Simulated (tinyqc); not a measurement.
Ways to converge the cycle: SCF convergence aids in the sto-6g basis, for Li+, spin multiplicity 1. Computed by the program tinyqc with PySCF. 

Geometry (angstrom):
```
atom,x,y,z
Li,0.0000,0.0000,0.0000
```

lowest restricted solution found by these runs and by PySCF = -7.221334 hartree

RHF with one setting changed at a time; a run stops when the energy changes by less than 1e-09 hartree and the error matrix is below 1e-5. The start is the core Hamiltonian. Damping d keeps d of the old density; a shift (hartree) raises the virtual levels; DIIS n extrapolates F over n matrices.

Largest element of the error matrix X^T (FDS - SDF) X:
```
iteration,plain,damping 0.3,damping 0.6,shift 0.4,DIIS 3,DIIS 8
1,2.4e-01,2.4e-01,2.4e-01,2.4e-01,2.4e-01,2.4e-01
2,2.9e-02,9.1e-02,1.5e-01,5.7e-02,2.9e-02,2.9e-02
3,3.5e-03,3.5e-02,1.0e-01,1.4e-02,1.4e-04,1.4e-04
4,4.2e-04,1.4e-02,6.5e-02,3.2e-03,6.0e-05,6.0e-05
5,5.1e-05,5.3e-03,4.2e-02,7.7e-04,6.0e-08,3.8e-05
6,6.1e-06,2.0e-03,2.7e-02,1.8e-04,-,2.8e-05
8,-,3.0e-04,1.2e-02,1.0e-05,-,1.8e-05
10,-,4.4e-05,4.8e-03,-,-,2.8e-08
14,-,9.6e-07,8.6e-04,-,-,-
20,-,-,6.4e-05,-,-,-
30,-,-,8.3e-07,-,-,-
```

How each run ends:
```
run,iterations,E (hartree),state
plain,6,-7.22133,lowest found
damping 0.3,16,-7.22133,lowest found
damping 0.6,33,-7.22133,lowest found
shift 0.4,9,-7.22133,lowest found
DIIS 3,5,-7.22133,lowest found
DIIS 8,10,-7.22133,lowest found
```

6 of 6 runs reach the lowest restricted solution found, in 5 to 33 iterations (fastest: DIIS 3). Plain steps already contract here, so damping only slows them. DIIS 3 gains by cancelling the error over several earlier matrices, much as a quasi-Newton step does. DIIS minimises the error, not the energy, so it can stall or settle near a saddle, and its small system turns near-singular when few rotations are active.
